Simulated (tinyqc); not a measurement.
Inside a calculation. Method: RHF in the sto-3g basis, for H6, spin multiplicity 1. One step of it, computed by the program tinyqc.

Task: Iteration 1: building the Fock matrix. J_ij = sum D_kl (ij|kl), K_ij = sum D_kl (ik|jl); F = H + J - 0.5 K; E = tr D H + tr D J / 2 - 0.25 tr D K + E_nn.

D at the start, order 1H 1s, 2H 1s, 3H 1s, 4H 1s, 5H 1s, 6H 1s:
```
[[1.458762, -0.432704, -0.083704, 0.432342, 0.369825, 0.716337],
 [-0.432704, 1.630249, 0.398968, 0.045214, -0.345426, -0.499103],
 [-0.083704, 0.398968, 0.877015, -1.300782, 0.208776, 0.329832],
 [0.432342, 0.045214, -1.300782, 2.382093, -0.406537, -0.569854],
 [0.369825, -0.345426, 0.208776, -0.406537, 0.237762, 0.390531],
 [0.716337, -0.499103, 0.329832, -0.569854, 0.390531, 0.657627]]
```

core Hamiltonian H = T + V (hartree), order 1H 1s, 2H 1s, 3H 1s, 4H 1s, 5H 1s, 6H 1s:
```
[[-1.501011, -0.907884, -0.119276, -0.013480, -0.000388, -0.000012],
 [-0.907884, -1.779441, -0.654925, -0.124067, -0.006765, -0.000387],
 [-0.119276, -0.654925, -1.897816, -1.013009, -0.124301, -0.013480],
 [-0.013480, -0.124067, -1.013009, -1.897992, -0.655884, -0.119275],
 [-0.000388, -0.006765, -0.124301, -0.655884, -1.779413, -0.906697],
 [-0.000012, -0.000387, -0.013480, -0.119275, -0.906697, -1.500592]]
```

Two-electron integrals (ij|kl) in chemists' order, unique and non-zero (hartree):
```
(11|11) 0.774606   (21|11) 0.272227   (21|21) 0.126075   (22|11) 0.451548
(22|21) 0.272227   (22|22) 0.774606   (31|11) 0.021467   (31|21) 0.011356
(31|22) 0.029072   (31|31) 0.001301   (32|11) 0.090315   (32|21) 0.054790
(32|22) 0.165681   (32|31) 0.007685   (32|32) 0.052160   (33|11) 0.213696
(33|21) 0.123772   (33|22) 0.369627   (33|31) 0.021467   (33|32) 0.165681
(33|33) 0.774606   (41|11) 0.001596   (41|21) 0.000910   (41|22) 0.002541
(41|31) 0.000121   (41|32) 0.000784   (41|33) 0.002542   (41|41) 0.000012
(42|11) 0.012271   (42|21) 0.007214   (42|22) 0.021422   (42|31) 0.001085
(42|32) 0.007669   (42|33) 0.029016   (42|41) 0.000120   (42|42) 0.001296
(43|11) 0.079036   (43|21) 0.043702   (43|22) 0.123591   (43|31) 0.007219
(43|32) 0.054707   (43|33) 0.271807   (43|41) 0.000909   (43|42) 0.011319
(43|43) 0.125732   (44|11) 0.148645   (44|21) 0.079119   (44|22) 0.213610
(44|31) 0.012291   (44|32) 0.090266   (44|33) 0.451243   (44|41) 0.001596
(44|42) 0.021422   (44|43) 0.271807   (44|44) 0.774606   (51|11) 0.000027
(51|21) 0.000015   (51|22) 0.000045   (51|31) 2.40e-06   (51|32) 0.000017
(51|33) 0.000069   (51|41) 2.75e-07   (51|42) 3.03e-06   (51|43) 0.000027
(51|44) 0.000052   (51|51) 7.22e-09   (52|11) 0.000444   (52|21) 0.000246
(52|22) 0.000698   (52|31) 0.000039   (52|32) 0.000284   (52|33) 0.001254
(52|41) 4.69e-06   (52|42) 0.000056   (52|43) 0.000572   (52|44) 0.001254
(52|51) 1.35e-07   (52|52) 2.78e-06   (53|11) 0.007516   (53|21) 0.003997
(53|22) 0.010786   (53|31) 0.000617   (53|32) 0.004488   (53|33) 0.021467
(53|41) 0.000077   (53|42) 0.000977   (53|43) 0.011343   (53|44) 0.029074
(53|51) 2.40e-06   (53|52) 0.000056   (53|53) 0.001301   (54|11) 0.037483
(54|21) 0.019377   (54|22) 0.050507   (54|31) 0.002829   (54|32) 0.019771
(54|33) 0.090413   (54|41) 0.000350   (54|42) 0.004486   (54|43) 0.054798
(54|44) 0.165959   (54|51) 0.000011   (54|52) 0.000284   (54|53) 0.007695
(54|54) 0.052317   (55|11) 0.106904   (55|21) 0.053991   (55|22) 0.136880
(55|31) 0.007516   (55|32) 0.050446   (55|33) 0.213696   (55|41) 0.000889
(55|42) 0.010768   (55|43) 0.123654   (55|44) 0.369857   (55|51) 0.000027
(55|52) 0.000698   (55|53) 0.021467   (55|54) 0.165959   (55|55) 0.774606
(61|11) 5.93e-07   (61|21) 3.26e-07   (61|22) 9.13e-07   (61|31) 5.18e-08
(61|32) 3.79e-07   (61|33) 1.72e-06   (61|41) 6.33e-09   (61|42) 7.57e-08
(61|43) 7.91e-07   (61|44) 1.72e-06   (61|53) 7.59e-08   (61|54) 3.80e-07
(61|55) 9.14e-07   (62|11) 0.000019   (62|21) 0.000010   (62|22) 0.000027
(62|31) 1.53e-06   (62|32) 0.000011   (62|33) 0.000052   (62|41) 1.91e-07
(62|42) 2.39e-06   (62|43) 0.000027   (62|44) 0.000069   (62|51) 5.87e-09
(62|52) 1.34e-07   (62|53) 3.02e-06   (62|54) 0.000017   (62|55) 0.000045
(62|62) 7.17e-09   (63|11) 0.000656   (63|21) 0.000340   (63|22) 0.000889
(63|31) 0.000050   (63|32) 0.000350   (63|33) 0.001596   (63|41) 0.000006
(63|42) 0.000077   (63|43) 0.000909   (63|44) 0.002542   (63|51) 1.91e-07
(63|52) 4.69e-06   (63|53) 0.000121   (63|54) 0.000786   (63|55) 0.002542
(63|61) 6.33e-09   (63|62) 2.74e-07   (63|63) 0.000012   (64|11) 0.005778
(64|21) 0.002939   (64|22) 0.007514   (64|31) 0.000415   (64|32) 0.002825
(64|33) 0.012291   (64|41) 0.000050   (64|42) 0.000616   (64|43) 0.007219
(64|44) 0.021467   (64|51) 1.54e-06   (64|52) 0.000039   (64|53) 0.001087
(64|54) 0.007695   (64|55) 0.029074   (64|61) 5.18e-08   (64|62) 2.39e-06
(64|63) 0.000121   (64|64) 0.001301   (65|11) 0.043231   (65|21) 0.021568
(65|22) 0.053919   (65|31) 0.002935   (65|32) 0.019327   (65|33) 0.079036
(65|41) 0.000340   (65|42) 0.003984   (65|43) 0.043658   (65|44) 0.123654
(65|51) 0.000010   (65|52) 0.000246   (65|53) 0.007219   (65|54) 0.054798
(65|55) 0.271807   (65|61) 3.26e-07   (65|62) 0.000015   (65|63) 0.000909
(65|64) 0.011343   (65|65) 0.125732   (66|11) 0.087685   (66|21) 0.043281
(66|22) 0.106883   (66|31) 0.005778   (66|32) 0.037427   (66|33) 0.148645
(66|41) 0.000656   (66|42) 0.007501   (66|43) 0.079036   (66|44) 0.213696
(66|51) 0.000019   (66|52) 0.000444   (66|53) 0.012291   (66|54) 0.090413
(66|55) 0.451243   (66|61) 5.93e-07   (66|62) 0.000027   (66|63) 0.001596
(66|64) 0.021467   (66|65) 0.271807   (66|66) 0.774606
```

nuclear repulsion = 3.81553707 hartree

Give: Coulomb J; exchange K; Fock matrix F; total energy of this density.

Result:

Coulomb J (hartree), order 1H 1s, 2H 1s, 3H 1s, 4H 1s, 5H 1s, 6H 1s:
```
[[2.120, 0.999, 0.110, 0.011, 0.000, 0.000],
 [0.999, 2.429, 0.648, 0.106, 0.005, 0.000],
 [0.110, 0.648, 2.120, 0.950, 0.099, 0.009],
 [0.011, 0.106, 0.950, 2.282, 0.562, 0.086],
 [0.000, 0.005, 0.099, 0.562, 1.655, 0.686],
 [0.000, 0.000, 0.009, 0.086, 0.686, 1.466]]
```

exchange K (hartree), order 1H 1s, 2H 1s, 3H 1s, 4H 1s, 5H 1s, 6H 1s:
```
[[1.108, 0.627, 0.157, 0.091, 0.059, 0.054],
 [0.627, 1.371, 0.494, 0.082, -0.025, -0.022],
 [0.157, 0.494, 0.489, 0.171, 0.001, -0.008],
 [0.091, 0.082, 0.171, 1.147, 0.167, -0.039],
 [0.059, -0.025, 0.001, 0.167, 0.401, 0.399],
 [0.054, -0.022, -0.008, -0.039, 0.399, 0.722]]
```

Fock matrix F (hartree), order 1H 1s, 2H 1s, 3H 1s, 4H 1s, 5H 1s, 6H 1s:
```
[[0.066, -0.222, -0.088, -0.048, -0.030, -0.027],
 [-0.222, -0.036, -0.254, -0.059, 0.010, 0.011],
 [-0.088, -0.254, -0.023, -0.149, -0.026, 0.000],
 [-0.048, -0.059, -0.149, -0.189, -0.177, -0.014],
 [-0.030, 0.010, -0.026, -0.177, -0.325, -0.420],
 [-0.027, 0.011, 0.000, -0.014, -0.420, -0.396]]
```

total energy of this density = -1.46933 hartree
